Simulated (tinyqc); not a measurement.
Worked calculation: thermal stress, cracking, delamination and buckling of a thin film; Griffith cracks and misfitting inclusions. Computed by tinyqc, a small Python program that keeps every step. Command: `OMP_NUM_THREADS=1 python tinyqc.py 3023415 3023416 out.jsonl filmcrack walk`. One thread of a shared host (Intel(R) Xeon(R) Processor @ 2.30GHz), about 0.01 s of CPU time with the checks. Intermediate numbers are printed to about 6 digits and carried at full precision; extremes and crossings named in words are read from the listed rows.

Isotropic linear elasticity; the substrate is much thicker than the film; stress is positive in tension.

Inputs (values chosen for the exercise, modelled on a GaN film on silicon):
```
quantity                          value        unit
film Young's modulus E              309         GPa
film Poisson ratio nu               0.2           -
film expansion alpha_f             5.59      1e-6/K
substrate expansion alpha_s         3.2      1e-6/K
deposition temperature T_d          475           K
final temperature T                 300           K
intrinsic stress                    790         MPa
film thickness h                    1.6  micrometre
film toughness Gamma_f             8.35       J/m^2
interface toughness Gamma_i           8       J/m^2
substrate Young's modulus E_s       155         GPa
substrate Poisson ratio nu_s       0.27           -
flaw half length a                   24  micrometre
substrate surface energy gamma_s    1.2       J/m^2
inclusion radius R                  1.6  micrometre
```

Inclusion: long cylinder (a filled via).

## Stress in the film

Thermal strain = (alpha_f - alpha_s)(T_d - T); stress = E/(1 - nu) x strain + intrinsic stress; plane-strain modulus Ebar = E/(1 - nu^2); G0 = stress^2 h/(2 Ebar) is the energy freed per area when a long strip loses its stress across its width.

thermal strain = 4.18250e-04

film stress = 951.549 MPa

Ebar = 321.875 GPa

G0 = 2.25043 J/m^2

The film ends in tension; the thermal part is 162 MPa.

## Elastic mismatch

Dundurs alpha = (Ebar - Ebar_s)/(Ebar + Ebar_s), with Ebar_s = E_s/(1 - nu_s^2). The channel-crack factor is taken as g = 1.258 (1 - alpha)^(-0.7), a rough interpolation chosen for the exercise (1.258 is the value for matched materials).

Dundurs alpha = 0.316293

factor g = 1.64162

A stiff film on a softer substrate opens wider and cracks more easily.

## Channel cracks and edge delamination

Channel crack through the film: G = pi g G0, critical thickness where G = Gamma_f. Steady delamination from an edge: G = G0, critical thickness where G = Gamma_i.

driving force for channelling = 11.6061 J/m^2

critical thickness for channelling = 1.15112 micrometre

critical thickness for delamination = 5.68781 micrometre

As the film thickens, channel cracking comes first. At h the film can fail by cracking.

## Griffith crack in the substrate

Through crack of length 2a in plane strain: K_Ic = sqrt(2 gamma_s E_s/(1 - nu_s^2)); fracture stress = K_Ic/sqrt(pi a). An edge crack of depth a has K larger by 1.1215.

toughness K_Ic = 0.633444 MPa m^0.5

fracture stress, inner crack = 72.9504 MPa

fracture stress, edge crack = 65.0472 MPa

The inner crack lowers the strength to 0.5 % of the ideal E_s/10.

## A misfitting inclusion

Film material fills a long cylinder of radius R in the substrate, with the misfit e = thermal strain (it wants to shrink if e > 0). With the axial strain held by the substrate, s0 = (1 + nu) e/[(1 + nu)(1 - 2 nu)/E + (1 + nu_s)/E_s]; inside s_rr = s_tt = s0 and s_zz = E e + 2 nu s0; outside s_rr = s0 (R/r)^2, s_tt = -s_rr. Keep-out radius: where |s_rr| falls to 10 MPa (R if it is lower at the wall).

radial stress at the wall s0 = 47.6926 MPa

mean stress inside = 81.2338 MPa

keep-out radius = 3.49418 micrometre

The stress does not depend on R; its reach scales with R.

## Film, cylinder and sphere at the same misfit

Thermal misfit e alone, mean stress = trace/3 and largest difference of principal stresses inside. Film: E e/(1 - nu) in two directions, 0 in the third. Cylinder: s0 = (1 + nu) e/[(1 + nu)(1 - 2 nu)/E + (1 + nu_s)/E_s] twice and s_zz = E e + 2 nu s0. Sphere: e/[(1 - 2 nu)/E + (1 + nu_s)/(2 E_s)] three times.

Stresses inside (MPa):
```
shape          s1       s2       s3     mean  largest difference
film      161.549  161.549    0.000  107.699             161.549
cylinder   47.693   47.693  148.316   81.234             100.624
sphere     69.264   69.264   69.264   69.264               0.000
```

The mean stress in size is 108 MPa in the film, 81 in the cylinder and 69 in the sphere, while the largest difference, twice the largest shear stress, goes from 162 through 101 to 0. In a ductile solid shear can relax by slip and hydrostatic stress cannot.

Checks made by the program: fracture stress against the maximum of 4 a gamma - pi a^2 s^2/Ebar (relative difference 8e-09).
